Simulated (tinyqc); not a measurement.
# Changing the film thickness h

Model: capillary instabilities by surface diffusion: grooving and agglomeration of films, edge retraction, wire break-up and smoothing of roughness. Computed by tinyqc, a small Python program. Command: `OMP_NUM_THREADS=1 python tinyqc.py 3031097 3031098 out.jsonl dewet sweep`. One thread of a shared host (Intel(R) Xeon(R) Processor @ 2.30GHz), about 0.01 s of CPU time with the checks.

Isotropic surface energy; shapes change by surface diffusion alone.

Inputs (values chosen for the exercise, of the order of those of a copper film):
```
quantity,value,unit
surface energy gamma_s,1.78,J/m^2
grain-boundary energy gamma_b,0.81,J/m^2
interface energy gamma_i,1.5,J/m^2
contact angle on the substrate theta,90,degrees
atomic volume Omega,11.8,angstrom^3
surface sites nu,16,1/nm^2
prefactor D0,5.8e-06,m^2/s
activation energy Q,0.99,eV
temperature T,661,K
time t,24,s
grain radius R,28,nm
```

Grooves: at the surface and the interface.

Constants: k_B = 8.617333262e-05 eV/K; k_B = 1.380649e-23 J/K.

Method:
- B = D_s nu gamma_s Omega^2/(k_B T), D_s = D0 exp(-Q/(k_B T)).
- Groove angle beta: sin(beta) = gamma_b/(2 gamma). For circular grains of radius R with spherical caps the groove ends (measured from the mean surface) at the depth R g(beta), g = (2 - 3 cos beta + cos^3 beta)/(3 sin^3 beta). The film parts if R [g(beta_s) + g(beta_i)] > h.
- Mullins' isolated groove: depth below the flat surface d = 0.780 m (B t)^(1/4), m = tan(beta_s), width between the ridges 4.6 (B t)^(1/4); time to reach h: (h/(0.780 m))^4/B.
- A rim shaped as a circular segment with contact angle theta holds the area h x; its radius r obeys r^2 (theta - sin theta cos theta) = h x. To advance, the edge must carry a strip of the rim height H = r (1 - cos theta) over the rim, driven by the curvature 1/r over the distance r theta (the scaling argument of Brandon and Bradshaw): H dx/dt = B/(theta r^2) gives x^(5/2) = (5/2) B t c^(3/2)/(theta (1 - cos theta) h^(3/2)), c = theta - sin theta cos theta.

One run for each value:
```
film thickness h (nm),time to reach the substrate (s),retraction x (nm),final depth over h
2.0,2.033e-01,324.5,1.779
3.3,1.507e+00,240.2,1.078
5.3,1.003e+01,180.8,0.671
8.7,7.281e+01,134.3,0.409
14.0,4.882e+02,100.9,0.254
23.0,3.556e+03,74.9,0.155
38.0,2.650e+04,55.4,0.094
61.0,1.760e+05,41.7,0.058
100.0,1.271e+06,31.0,0.036
```

Over the rows, time to reach the substrate (s) rises from 0.203 to 1.27e6 (exponent d ln y / d ln x about 4.0 throughout); retraction x (nm) falls from 324 to 31.0 (exponent d ln y / d ln x about -0.60 throughout); final depth over h falls from 1.78 to 0.0356 (exponent d ln y / d ln x about -1.0 throughout). The exponent of time to reach the substrate stays at 4: surface diffusion over the length h. The exponent of retraction x stays at -0.60: a thicker film has more matter to move. At fixed B a film half as thick lasts a sixteenth as long, which a drop of about 96 K makes good: the agglomeration temperature is lower for thinner films.

Caution (all rows): the grains are too small for the surface groove ever to reach the depth h. Caution (rows 23.0, 38.0, 61.0, 100): the rim is not yet high against the film, as the scaling law assumes.
